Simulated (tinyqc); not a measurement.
Charge stability of a double quantum dot, constant-interaction model with a charge sensor: one step of the calculation.

Capacitance matrix C = [[C1, -Cm], [-Cm, C2]], C1 = G1 + X1 + Cm + L1, C2 = G2 + X2 + Cm + L2. Gate charges n1 = (G1 V1 + X1 V2)/q, n2 = (X2 V1 + G2 V2)/q. The state (N1, N2) has U = (1/2) d^T E d with d = (N1 - n1, N2 - n2) and E = q^2 C^(-1). Leads at 0 V; no tunnel coupling, spin or level spacing. The sensor reads s1 <N1> + s2 <N2>.

Task. Energies and occupation of the charge states. U for N1, N2 = 0, 1, 2; p is proportional to exp(-U/kB T), normalised over these nine states.

Inputs (values chosen for the exercise): sensor weight of dot 1 s1 = 0.88; sensor weight of dot 2 s2 = 0.18; temperature T = 0.53 K.

Constants: q = 1.602176634e-19 C, kB = 1.380649e-23 J/K, Vt = kB T/q. Results are converted to the units shown.

E (meV):
```
           1          2
1  1.6998675  0.3596335
2  0.3596335  1.2059709
```

gate charges: n1 1.3861143, n2 1.2186422

Give: U; p; mean charges; sensor signal.

Result.

```
state  U (meV)        p
(0,0)   3.1360  0.00000
(0,1)   1.7708  0.00000
(0,2)   1.6116  0.00000
(1,0)   1.1914  0.00000
(1,1)   0.1859  0.91482
(1,2)   0.3863  0.01136
(2,0)   0.9467  0.00000
(2,1)   0.3009  0.07382
(2,2)   0.8609  0.00000
```

mean charges: <N1> 1.0738, <N2> 1.0114
sensor signal = 1.1270

The ground state is (1,1), 0.115 meV (2.52 kB T) below (2,1).

Computed by the program tinyqc: `OMP_NUM_THREADS=1 python tinyqc.py 2470019 2470020 out.jsonl`, one thread of a shared Intel Xeon 2.30GHz, about 0.01 s for the whole run.
